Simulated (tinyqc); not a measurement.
Quantum against classical capture: non-radiative capture by multiphonon emission, one effective mode. Computed by tinyqc, a small Python program. Command: `OMP_NUM_THREADS=1 python tinyqc.py 3019314 3019315 out.jsonl capture walk`. One thread of a shared host (Intel(R) Xeon(R) Processor @ 2.30GHz), about 0.01 s of CPU time with the checks.

The initial state (free carrier plus empty centre) lies dE above the final state; both have the same frequency and are displaced by dQ.

Inputs (values chosen for the exercise, for a model semiconductor):
```
quantity                    value                   unit
energy released dE          0.492                     eV
phonon energy hbar omega     32.2                    meV
Huang-Rhys factor S          9.71                      -
electron-phonon coupling W  0.031  eV/(u^(1/2) angstrom)
cell volume V                2460             angstrom^3
degeneracy g                    2                      -
broadening b                   27                    meV
carrier mass m               1.47                    m_0
dielectric constant eps      10.1                      -
temperature T                 300                      K
```

Centre: repulsive.

Constants: hbar^2/u = 4.18015928e-03 eV angstrom^2; k_B = 8.617333262e-05 eV/K; hbar = 6.582119569e-16 eV s; Ry = 13.605693123 eV.

Method:
- dQ = sqrt(2 S (hbar^2/u)/hbar omega); relaxation energy lambda = S hbar omega; phonons needed P = dE/hbar omega; classical barrier E_b = (dE - lambda)^2/(4 lambda); occupation n = 1/(exp(hbar omega/k_B T) - 1).
- M_p = sum_m w_m <m_i|Q|(m + p)_f>^2 with Q counted from the final minimum and Boltzmann weights w_m for m = 0..24; <m_i|Q|k_f> = sqrt((hbar^2/u)/(2 hbar omega)) [sqrt(k) <m|k-1> + sqrt(k+1) <m|k+1>], with overlaps of oscillators displaced by d = sqrt(2 S) summed on 1500 points from -16 to 16 + d.
- The delta function is a Gaussian of standard deviation b at dE - p hbar omega.
- C_0 = V (2 pi/hbar) g W^2 sum_p M_p Gaussian_p. Here the sum runs over all p.
- Classical (Marcus) form: replace the sum by Q_c^2 exp(-E_b/k_B T)/sqrt(4 pi lambda k_B T), Q_c = dQ (dE + lambda)/(2 lambda).
- Sommerfeld factor of a repulsive centre: s(k) = 2 pi nu/(exp(2 pi nu) - 1), nu = sqrt(Ry*/E), Ry* = Ry m/eps^2, averaged over (2/sqrt(pi)) sqrt(x) exp(-x) dx with x = E/k_B T = t^2 (trapezoid, t to 6 in steps of 0.01).
- The last column is -k_B d ln C_0/d(1/T) from this row and the one above.

dQ = 1.58779 u^(1/2) angstrom

lambda = 0.312662 eV

classical barrier E_b = 0.0257164 eV

Against temperature:
```
T (K)  C_0, quantum (cm^3/s)  C_0, classical (cm^3/s)  Sommerfeld factor  activation energy (eV)
30                1.5778e-07               8.9445e-11         5.7216e-10                       -
56                1.5807e-07               6.6346e-09         6.3141e-08              1.0479e-05
93                1.6202e-07               4.2898e-08         1.4108e-06              2.9901e-04
150               1.7728e-07               1.1434e-07         1.6133e-05              1.8982e-03
220               1.9999e-07               1.7781e-07         8.4627e-05              4.8976e-03
340               2.2871e-07               2.3086e-07         4.2273e-04              7.2075e-03
520               2.4555e-07               2.5295e-07         1.5896e-03              6.0114e-03
820               2.4303e-07               2.4849e-07         5.2169e-03             -1.2609e-03
```

What follows from these numbers?

At 30.0 K the quantum value is 1800 times the classical one: C_0 comes from tunnelling out of the lowest level and hardly depends on T. At 820 K the ratio is 0.98. The largest apparent activation energy is 0.007 eV against the classical barrier of 0.026 eV; a barrier below one phonon energy gives no activated range. The measured coefficient is C = s C_0, and s changes by a factor 9.1e6 over these rows, so C changes by 1.4e7 where C_0 changes by 1.5.

Extremes, crossings and ranges named in words are read from the listed rows.
